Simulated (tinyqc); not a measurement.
## Long-channel MOSFET, surface-potential model: transfer curve from weak to strong inversion

n-channel transistor on a uniformly doped p-type body, gradual-channel approximation, constant mobility, Boltzmann statistics, full ionisation. Potentials are counted from the neutral body; V is the electron quasi-Fermi potential, Vsb at the source and Vsb + Vds at the drain. Charges are magnitudes per area.

ni = sqrt(Nc Nv) exp(-Eg/(2 Vt)), Eg in volts; phiF = Vt ln(Na/ni); Cox = eps0 eox/tox; gamma = sqrt(2 q eps0 eps_r Na)/Cox. The surface potential psi at channel potential V solves Vgs + Vsb - Vfb - psi = gamma sqrt(G), G = psi - Vt + Vt exp((psi - 2 phiF - V)/Vt). Charge sheet: Qi = Cox gamma [sqrt(G) - sqrt(psi - Vt)]; I = mu (W/L) [integral of Qi dpsi from psi_0 to psi_L (drift) + Vt (Qi0 - QiL) (diffusion)], with psi_0 at V = Vsb and psi_L at V = Vsb + Vds. Pao-Sah: Qi(V) = (Cox gamma/2) integral from 3 Vt to psi of exp((u - 2 phiF - V)/Vt)/sqrt(G(u, V)) du, and I = mu (W/L) integral of Qi dV from Vsb to Vsb + Vds. Square law: VT = Vfb + 2 phiF + gamma sqrt(2 phiF + Vsb), m = 1 + gamma/(2 sqrt(2 phiF + Vsb)), I = mu Cox (W/L) [(Vgs - VT) v - m v^2/2] with v the smaller of Vds and (Vgs - VT)/m, and zero below VT. gm = dI/dVgs of the charge-sheet current.

Inputs (values chosen for the exercise); material values close to those of silicon: temperature T = 293 K; band gap Eg = 1.11 eV; relative permittivity of the semiconductor eps_r = 11.9; conduction-band density of states at T Nc = 2.74e19 cm^-3; valence-band density of states at T Nv = 2.58e19 cm^-3; acceptor density of the body Na = 5.6e15 cm^-3; relative permittivity of the gate insulator eox = 21.5; insulator thickness tox = 21 nm; flat-band voltage Vfb = -0.74 V; channel mobility mu = 190 cm^2/(V s); gate width W = 5 um; gate length L = 1 um; source-body reverse bias Vsb = 0.5 V; drain-source voltage Vds = 0.2 V.

Constants: q = 1.602176634e-19 C, kB = 1.380649e-23 J/K, Vt = kB T/q, eps0 = 8.8541878128e-14 F/cm where lengths are in cm. Results are converted to the units shown.

Results:
```
Vgs (V)	I, charge sheet (uA)	I, Pao-Sah (uA)	drift share (%)	gm/I (1/V)	I, square law (uA)
-0.21	4.987e-6	5.056e-6	4.437e-4	38.15	0
-0.08	7.155e-4	7.243e-4	0.06367	38.23	0
0.04	0.06542	0.06693	5.240	35.54	0.8654
0.17	2.102	2.303	49.04	17.80	12.95
0.42	24.90	26.96	86.00	5.170	55.65
0.54	41.28	43.97	90.84	3.455	76.32
0.67	60.39	63.52	93.46	2.494	98.71
0.79	78.75	82.16	94.87	1.969	119.4
```

Estimate the missing row, Vgs = 0.29 V.

Computed row:
```
Vgs (V)	I, charge sheet (uA)	I, Pao-Sah (uA)	drift share (%)	gm/I (1/V)	I, square law (uA)
0.29	10.06	11.07	73.58	9.389	33.26
```

With this row back in the table: The charge-sheet current rises from 4.99e-6 to 78.8 uA. In the first row gm/I is 38.1 1/V, a swing of 60.4 mV a decade, against Vt ln 10 = 58.1 mV a decade for an ideal gate; in the last it is 1.97 1/V. Drift passes half of the current at Vgs = 0.29 V among the rows listed (VT = -0.00532 V). The charge sheet departs most from Pao-Sah at Vgs = 0.29 V, where it is 9.1 % below it. In the last row the square law is 45 % above Pao-Sah. For Vgs = 0.54 to 0.79 V the surface electron density at the source passes 0.3 Nc, where degeneracy and quantisation, left out here, matter.

Program tinyqc, `OMP_NUM_THREADS=1 python tinyqc.py 2360008 2360009 out.jsonl`; Intel Xeon 2.30GHz, shared host, one thread, about 0.04 s.
